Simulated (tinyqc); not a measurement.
The decay curve: photoconductance decay in a wafer: bulk and surface recombination modes, and iron detection by pair splitting. Computed by tinyqc, a small Python program. Command: `OMP_NUM_THREADS=1 python tinyqc.py 3112908 3112909 out.jsonl pcd walk`. One thread of a shared host (Intel(R) Xeon(R) Processor @ 2.30GHz), about 0.01 s of CPU time with the checks.

Both faces of the wafer have the same S; injection is low and all coefficients are constant. x runs from -W/2 to W/2.

Inputs (values chosen for the exercise, modelled on p-type silicon):
```
quantity                          value         unit
thickness W                         150   micrometre
diffusivity D                      20.5       cm^2/s
bulk lifetime tau_b without iron    380  microsecond
surface recombination velocity S  15000         cm/s
absorption coefficient alpha        770         1/cm
```

Method:
- Even modes cos(a x) obey b tan b = S W/(2 D) with b = a W/2, odd modes sin(a x) obey -b cot b = S W/(2 D); each decays at the rate 1/tau_b + D a^2.
- tau_eff is the decay time of the first mode. The surface time is 1/(D a^2) of that mode; shortcuts for it are W/(2 S), W^2/(pi^2 D) and their sum, whose error is sum/surface time - 1.
- Light from one face makes n(x, 0) proportional to exp(-alpha (x + W/2)). Only even modes carry the thickness average: weight c_n = [sin b/b] int n cos(a x) dx / (int cos^2(a x) dx x mean n), with int exp(-alpha (x + W/2)) cos(a x) dx = [alpha cos b (1 - E) + a sin b (1 + E)]/(alpha^2 + a^2), E = exp(-alpha W), and int cos^2 = W/2 + sin(2 b)/(2 a).
- Mean density = sum_n c_n exp(-t/tau_n) over 60 modes; the local decay time is -1/(d ln n/dt).

W^2/(pi^2 D) = 1.11206 microsecond

tau_eff = 1.53893 microsecond

Decay:
```
t / (W^2/(pi^2 D))  t (microsecond)  mean density/start  local decay time (microsecond)
0.02                         0.0222             0.86954                          0.2121
0.05                         0.0556             0.76520                          0.3124
0.10                         0.1112             0.66096                          0.4525
0.20                         0.2224             0.54391                          0.7027
0.50                         0.5560             0.38831                          1.2792
1.00                         1.1121             0.26428                          1.5232
2.00                         2.2241             0.12815                          1.5389
```

The local decay time goes from 0.212 to 1.54 microsecond against tau_eff = 1.54. Early on higher modes speed the decay, so a fit must start late.
